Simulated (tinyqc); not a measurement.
Inside a calculation. Method: RHF in the sto-3g basis, for H6, spin multiplicity 1. One step of it, computed by the program tinyqc.

Problem. Iteration 2: building the Fock matrix. J_ij = sum D_kl (ij|kl), K_ij = sum D_kl (ik|jl); F = H + J - 0.5 K; E = tr D H + tr D J / 2 - 0.25 tr D K + E_nn.

D after iteration 1, lower triangle:
```
,1H 1s,2H 1s,3H 1s,4H 1s,5H 1s,6H 1s
1H 1s,0.723542
2H 1s,0.594588,0.620736
3H 1s,-0.217853,0.101046,0.677881
4H 1s,-0.422638,-0.160794,0.578481,0.678031
5H 1s,0.056398,-0.067650,-0.160546,0.100970,0.620716
6H 1s,0.302676,0.056433,-0.422056,-0.217659,0.594641,0.723380
```

core Hamiltonian H = T + V (hartree), lower triangle:
```
,1H 1s,2H 1s,3H 1s,4H 1s,5H 1s,6H 1s
1H 1s,-1.818169
2H 1s,-1.375100,-2.247909
3H 1s,-0.451774,-1.438623,-2.400778
4H 1s,-0.108717,-0.478334,-1.570471,-2.400346
5H 1s,-0.016394,-0.100181,-0.477549,-1.436745,-2.247235
6H 1s,-0.001988,-0.016393,-0.108500,-0.451016,-1.374868,-1.817926
```

Two-electron integrals (ij|kl) in chemists' order, unique and non-zero (hartree):
```
i,j,k,l,(ij|kl)
1,1,1,1,0.774606
2,1,1,1,0.379162
2,1,2,1,0.225528
2,2,1,1,0.526266
2,2,2,1,0.379162
2,2,2,2,0.774606
3,1,1,1,0.085091
3,1,2,1,0.055417
3,1,2,2,0.104684
3,1,3,1,0.015709
3,2,1,1,0.213883
3,2,2,1,0.160124
3,2,2,2,0.350829
3,2,3,1,0.052228
3,2,3,2,0.196894
3,3,1,1,0.296163
3,3,2,1,0.223323
3,3,2,2,0.506930
3,3,3,1,0.085091
3,3,3,2,0.350829
3,3,3,3,0.774606
4,1,1,1,0.015269
4,1,2,1,0.010406
4,1,2,2,0.020584
4,1,3,1,0.003202
4,1,3,2,0.011305
4,1,3,3,0.020584
4,1,4,1,0.000705
4,2,1,1,0.053220
4,2,2,1,0.039206
4,2,2,2,0.085091
4,2,3,1,0.013538
4,2,3,2,0.052228
4,2,3,3,0.104684
4,2,4,1,0.003202
4,2,4,2,0.015709
4,3,1,1,0.140805
4,3,2,1,0.102223
4,3,2,2,0.223323
4,3,3,1,0.039206
4,3,3,2,0.160124
4,3,3,3,0.379162
4,3,4,1,0.010406
4,3,4,2,0.055417
4,3,4,3,0.225528
4,4,1,1,0.201000
4,4,2,1,0.140805
4,4,2,2,0.296163
4,4,3,1,0.053220
4,4,3,2,0.213883
4,4,3,3,0.526266
4,4,4,1,0.015269
4,4,4,2,0.085091
4,4,4,3,0.379162
4,4,4,4,0.774606
5,1,1,1,0.001652
5,1,2,1,0.001173
5,1,2,2,0.002441
5,1,3,1,0.000393
5,1,3,2,0.001472
5,1,3,3,0.002907
5,1,4,1,0.000093
5,1,4,2,0.000449
5,1,4,3,0.001577
5,1,4,4,0.002490
5,1,5,1,0.000013
5,2,1,1,0.008656
5,2,2,1,0.006266
5,2,2,2,0.013480
5,2,3,1,0.002236
5,2,3,2,0.008725
5,2,3,3,0.018468
5,2,4,1,0.000559
5,2,4,2,0.002850
5,2,4,3,0.010772
5,2,4,4,0.018471
5,2,5,1,0.000083
5,2,5,2,0.000563
5,3,1,1,0.034685
5,3,2,1,0.024411
5,3,2,2,0.051566
5,3,3,1,0.009105
5,3,3,2,0.036261
5,3,3,3,0.084937
5,3,4,1,0.002468
5,3,4,2,0.013265
5,3,4,3,0.055319
5,3,4,4,0.104507
5,3,5,1,0.000393
5,3,5,2,0.002845
5,3,5,3,0.015657
5,4,1,1,0.094242
5,4,2,1,0.064217
5,4,2,2,0.130789
5,4,3,1,0.023291
5,4,3,2,0.090535
5,4,3,3,0.213579
5,4,4,1,0.006571
5,4,4,2,0.036275
5,4,4,3,0.159895
5,4,4,4,0.350326
5,4,5,1,0.001115
5,4,5,2,0.008716
5,4,5,3,0.052079
5,4,5,4,0.196400
5,5,1,1,0.149189
5,5,2,1,0.099324
5,5,2,2,0.196824
5,5,3,1,0.034731
5,5,3,2,0.130905
5,5,3,3,0.296004
5,5,4,1,0.009526
5,5,4,2,0.051630
5,5,4,3,0.223185
5,5,4,4,0.506584
5,5,5,1,0.001652
5,5,5,2,0.013480
5,5,5,3,0.084937
5,5,5,4,0.350326
5,5,5,5,0.774606
6,1,1,1,0.000147
6,1,2,1,0.000105
6,1,2,2,0.000222
6,1,3,1,0.000038
6,1,3,2,0.000146
6,1,3,3,0.000314
6,1,4,1,0.000010
6,1,4,2,0.000048
6,1,4,3,0.000185
6,1,4,4,0.000314
6,1,5,1,1.43e-06
6,1,5,2,0.000010
6,1,5,3,0.000048
6,1,5,4,0.000146
6,1,5,5,0.000222
6,1,6,1,1.65e-07
6,2,1,1,0.001114
6,2,2,1,0.000785
6,2,2,2,0.001652
6,2,3,1,0.000285
6,2,3,2,0.001116
6,2,3,3,0.002489
6,2,4,1,0.000075
6,2,4,2,0.000393
6,2,4,3,0.001577
6,2,4,4,0.002907
6,2,5,1,0.000012
6,2,5,2,0.000083
6,2,5,3,0.000448
6,2,5,4,0.001470
6,2,5,5,0.002441
6,2,6,1,1.43e-06
6,2,6,2,0.000013
6,3,1,1,0.006743
6,3,2,1,0.004629
6,3,2,2,0.009510
6,3,3,1,0.001685
6,3,3,2,0.006565
6,3,3,3,0.015235
6,3,4,1,0.000459
6,3,4,2,0.002467
6,3,4,3,0.010384
6,3,4,4,0.020541
6,3,5,1,0.000075
6,3,5,2,0.000558
6,3,5,3,0.003190
6,3,5,4,0.011269
6,3,5,5,0.020541
6,3,6,1,0.000009
6,3,6,2,0.000093
6,3,6,3,0.000702
6,4,1,1,0.025997
6,4,2,1,0.017394
6,4,2,2,0.034685
6,4,3,1,0.006134
6,4,3,2,0.023281
6,4,3,3,0.053125
6,4,4,1,0.001685
6,4,4,2,0.009105
6,4,4,3,0.039135
6,4,4,4,0.084937
6,4,5,1,0.000285
6,4,5,2,0.002233
6,4,5,3,0.013494
6,4,5,4,0.052079
6,4,5,5,0.104507
6,4,6,1,0.000038
6,4,6,2,0.000393
6,4,6,3,0.003190
6,4,6,4,0.015657
6,5,1,1,0.077759
6,5,2,1,0.051000
6,5,2,2,0.099324
6,5,3,1,0.017418
6,5,3,2,0.064277
6,5,3,3,0.140742
6,5,4,1,0.004637
6,5,4,2,0.024443
6,5,4,3,0.102168
6,5,4,4,0.223185
6,5,5,1,0.000785
6,5,5,2,0.006266
6,5,5,3,0.039135
6,5,5,4,0.159895
6,5,5,5,0.379162
6,5,6,1,0.000105
6,5,6,2,0.001173
6,5,6,3,0.010384
6,5,6,4,0.055319
6,5,6,5,0.225528
6,6,1,1,0.120104
6,6,2,1,0.077759
6,6,2,2,0.149189
6,6,3,1,0.026033
6,6,3,2,0.094332
6,6,3,3,0.200924
6,6,4,1,0.006755
6,6,4,2,0.034731
6,6,4,3,0.140742
6,6,4,4,0.296004
6,6,5,1,0.001114
6,6,5,2,0.008656
6,6,5,3,0.053125
6,6,5,4,0.213579
6,6,5,5,0.526266
6,6,6,1,0.000147
6,6,6,2,0.001652
6,6,6,3,0.015235
6,6,6,4,0.084937
6,6,6,5,0.379162
6,6,6,6,0.774606
```

nuclear repulsion = 5.21632540 hartree

Give: Coulomb J; exchange K; Fock matrix F; total energy of this density.

Solution.

Coulomb J (hartree), lower triangle:
```
,1H 1s,2H 1s,3H 1s,4H 1s,5H 1s,6H 1s
1H 1s,2.0762
2H 1s,1.3015,2.4296
3H 1s,0.3868,1.3378,2.5725
4H 1s,0.0875,0.4106,1.4753,2.5723
5H 1s,0.0122,0.0804,0.4099,1.3360,2.4291
6H 1s,0.0014,0.0122,0.0873,0.3862,1.3013,2.0759
```

exchange K (hartree), lower triangle:
```
,1H 1s,2H 1s,3H 1s,4H 1s,5H 1s,6H 1s
1H 1s,1.1240
2H 1s,0.9400,1.2367
3H 1s,0.3016,0.7526,1.2400
4H 1s,0.0235,0.2960,0.9330,1.2397
5H 1s,-0.0019,0.0546,0.2955,0.7516,1.2364
6H 1s,0.0208,-0.0019,0.0234,0.3011,0.9400,1.1240
```

Fock matrix F (hartree), lower triangle:
```
,1H 1s,2H 1s,3H 1s,4H 1s,5H 1s,6H 1s
1H 1s,-0.3040
2H 1s,-0.5436,-0.4367
3H 1s,-0.2157,-0.4771,-0.4483
4H 1s,-0.0330,-0.2157,-0.5616,-0.4479
5H 1s,-0.0033,-0.0471,-0.2154,-0.4765,-0.4363
6H 1s,-0.0111,-0.0033,-0.0329,-0.2154,-0.5436,-0.3040
```

total energy of this density = -3.181363 hartree
